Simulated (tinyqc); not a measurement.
Size effects in the resistivity of thin metal films and interconnect lines: one step, computed by the program tinyqc.

Electrons lose their drift at surfaces (a share 1 - p of the hits) and at grain boundaries (reflection R), besides bulk scattering. The line sits in a trench with a non-conducting liner on both walls and the bottom; the spacing equals the drawn width.

Problem. Metal cross-section. Metal width w_m = w - 2t, height h_m = (aspect ratio) w - t, grain size D = (ratio) w_m.

Inputs (values chosen for the exercise, modelled on ruthenium):

| quantity | value | unit |
|---|---|---|
| drawn line width w | 47 | nm |
| grain size over metal width | 0.62 | - |
| aspect ratio (height over width) | 2.8 | - |
| liner thickness t | 0.9 | nm |

Geometry: line.

Give: metal width w_m; metal height h_m; grain size D; share of the trench filled by metal.

Solution.

metal width w_m = 45.2 nm

metal height h_m = 130.7 nm

grain size D = 28.024 nm

share of the trench filled by metal = 95.513 %
